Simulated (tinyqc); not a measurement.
Input admittance of a MOSFET at zero drain bias: distributed channel and distributed gate: one step of the calculation.

Source and drain grounded, strong inversion, w = 2 pi f, Cox = eps0 eox/tox. The channel is an RC line of resistance 1/(mu Cox Vo) per square fed from both ends, so one finger has the intrinsic admittance y = i w Cox L tanh(g)/g per width, g = (1/2) sqrt(i w tau), tau = L^2/(mu Vo). The vertical resistance rv/L is in series with y, the overlaps 2 i w Cov in parallel: y_t = 1/(1/y + rv/L) + 2 i w Cov. The gate strip is a line of Rsh/L per length loaded by y_t, so a finger has Y = y_t Wf tanh(k)/k, k = (Wf/sd) sqrt(y_t Rsh/L); the device has Nf Y.

Task. Input impedance of the device. k and Y as defined; Z = 1/(Nf Y) = R + 1/(i w C); Q = |Im Z|/R; signal at the point farthest from a contact |1/cosh k|.

Inputs (values chosen for the exercise); values of the order met in silicon radio-frequency transistors:
- L = 0.42 um (channel length)
- Wf = 1.7 um (finger width)
- Nf = 64 (number of fingers)
- Rsh = 7.3 ohm/square (sheet resistance of the gate)
- sd = 2 (number of ends at which a finger is contacted)
- f = 1.3 GHz (frequency)

y_t = 1.278987+34.507027i uS/um

Wanted: k; Nf Y; R; C; Q; signal at the far point.

Result.

k = 0.014995+0.014449i
Nf Y = 0.1397+3.7543i mS
R = 9.8973 ohm
C = 460.27 fF
Q = 26.875
signal at the far point = 0.99999

Numbers from tinyqc (`OMP_NUM_THREADS=1 python tinyqc.py 2262157 2262158 out.jsonl`; about 0.01 s on one thread of a shared Intel Xeon 2.30GHz).
